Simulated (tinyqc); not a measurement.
## A clean chain and dephasing by Buettiker voltage probes: resistance against length

Sites 1 to 6 form a chain with hopping -t. Lead L joins site 1 and lead R site 6, both semi-infinite chains with hopping -t and site energy 0. Every site carries a probe with self-energy -i Gamma_p/2 that draws no net current. Linear response at zero temperature: mu_L = 1, mu_R = 0 in units of the bias.

Sigma = t^2 g(E), g(x) = (x - i sqrt(4 t^2 - x^2))/(2 t^2) for |x| < 2 t and (x - sign(x) sqrt(x^2 - 4 t^2))/(2 t^2) otherwise; Gamma = -2 Im Sigma; G = (E - H - Sigma_L - Sigma_R + i Gamma_p/2)^(-1). With Gamma the broadening by one lead, T_RL = Gamma^2 |G_(last,1)|^2, T_pL = Gamma Gamma_p |G_(p,1)|^2, T_pR = Gamma Gamma_p |G_(p,last)|^2, T_pq = Gamma_p^2 |G_(p,q)|^2 for p != q. No current into probe p: W mu = T_pL with W_pp = T_pL + T_pR + sum_q T_pq and W_pq = -T_pq. Then T_eff = T_RL + sum_p T_pR mu_p, and the resistance is (h/2q^2)/T_eff. Without probes means Gamma_p = 0. The list U is repeated k times, each site with its probe.

Values chosen for this exercise:
```
symbol,value,unit,meaning
t,1,eV,hopping (matrix element -t)
U,"[0, 0, 0, 0, 0, 0]",eV,site energies 1 to N
E,-0.1,eV,Fermi energy
gp,0.24,eV,probe broadening Gamma_p
```

Constants: q = 1.602176634e-19 C, h = 6.62607015e-34 J s. Results are converted to the units shown.

The same in every row: T without probes = 1.000.

Resistance against length:
```
k	sites	T_eff	resistance (kohm)
1	6	0.7342	17.58
2	12	0.5804	22.24
3	18	0.4799	26.89
4	24	0.4091	31.55
6	36	0.3158	40.87
8	48	0.2571	50.20
12	72	0.1875	68.84
16	96	0.1475	87.48
```

Read the table: what changes, and by how much?

The resistance rises from 17.6 to 87.5 kohm, by 0.777 kohm a site between k = 8 and 12 and 0.777 between 12 and 16: Ohm's law, R = R0 + rho N with the extrapolated intercept R0 = 12.9 kohm (h/2q^2 = 12.91 kohm) and a back-scattering length (h/2q^2)/rho of 16.6 sites.

tinyqc, about 0.01 s, one thread, Intel Xeon 2.30GHz (shared host): `OMP_NUM_THREADS=1 python tinyqc.py 2700112 2700113 out.jsonl`
